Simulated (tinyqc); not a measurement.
Gamma, L and X subbands of a thin body with non-parabolic valleys, step by step. Values are carried at full precision from step to step, so a last printed digit may differ when a step is redone from the rounded ones.

Hard walls, flat band, c = hbar^2/2m0, energies from the bulk Gamma edge. For a valley at angle theta to the normal 1/m_z = cos^2/ml + sin^2/mt and m_d = sqrt(ml mt^2/m_z). Subband n starts at E_v + e with e (1 + a e) = c (n pi/t)^2/m_z, and its density-of-states mass is taken as m_d (1 + 2 a e), without further growth at higher in-plane energy. Groups are named by valley and degeneracy.

Constants: hbar^2/2m0 = 3.80998211 eV angstrom^2; kB = 8.617333262e-05 eV/K.

Values chosen for the exercise (near those of a thin GaSb channel; the results hold for these values, not for the real material): face = 110 (surface); mG = 0.0394 m0 (Gamma mass); aG = 1.12 1/eV (Gamma non-parabolicity); EL = 0.066 eV (L edge above Gamma); mL = (1.257, 0.097) m0 (L valleys (four, along <111>): ml, mt); EX = 0.325 eV (X edge above Gamma); mX = (1.48, 0.224) m0 (X valleys (three, along <100>): ml, mt); aS = 0.35 1/eV (non-parabolicity of L and X); t = 88 angstrom (body thickness); Ns = 2.3 x 1e12/cm^2 (sheet density); T = 300 K (temperature); eot = 7 angstrom (equivalent oxide thickness).

## Valley groups

List degeneracy, edge, m_z, m_d and a.

Groups:
```
group  g  E_v (eV)     m_z     m_d  a (1/eV)
G1     1     0.000  0.0394  0.0394      1.12
L2     2     0.066  0.2521  0.2166      0.35
L2'    2     0.066  0.0970  0.3492      0.35
X2     2     0.325  0.3891  0.4369      0.35
X1     1     0.325  0.2240  0.5758      0.35
```

## Subband edges

n = 1 to 8 for each group; list the ten lowest.

Subbands:
```
subband  g  E (eV)  DOS mass
L2 n=1   2  0.0851    0.2195
G1 n=1   1  0.1098    0.0491
L2' n=1  2  0.1152    0.3612
L2 n=2   2  0.1411    0.2280
L2 n=3   2  0.2299    0.2415
L2' n=2  2  0.2539    0.3951
X2 n=1   2  0.3374    0.4407
X1 n=1   1  0.3465    0.5844
L2 n=4   2  0.3466    0.2591
G1 n=2   1  0.3532    0.0706
```

The lowest subband is L2 n=1, 25 meV below G1 n=1; in the bulk the lowest valley is Gamma.

## Filling and quantum capacitance

n_i = g m/(2 pi c) kB T ln(1 + exp((EF - E_i)/kB T)), sum n_i = Ns (1e12/cm^2 = 1e-4/angstrom^2), c = hbar^2/2m0. Quantum capacitance Cq = 1602.176634 sum g m/(2 pi c) f_i in microfarad/cm^2 with f_i = 1/(1 + exp((E_i - EF)/kB T)); Cox = 34.5313/eot (one gate); C/Cox = Cq/(Cq + Cox), the centroid term left out.

Over the ten listed subbands, named by valley (G, L, X), degeneracy and number.

EF = 0.0556 eV

n_i in the order of the list (1e12/cm^2): 1.311  0.061  0.740  0.177  0.006  0.004  0.000  0.000  0.000  0.000

Cq = 12.98 microfarad/cm^2
Cox = 4.933 microfarad/cm^2
C/Cox = 0.725

EF lies 30 meV below the lowest edge; Gamma holds 3 % of the electrons. EF lies below the edge, so Cq is near e^2 Ns/kB T, set by Ns more than by the density of states; 28 % of the gate capacitance is lost.

## Checks

- Cq against the slope dNs/dEF by finite differences, microfarad/cm^2: both 12.98.

tinyqc: `OMP_NUM_THREADS=1 python tinyqc.py 1280544 1280545 out.jsonl`; about 0.1 s, one thread, shared Intel(R) Xeon(R) Processor @ 2.30GHz.
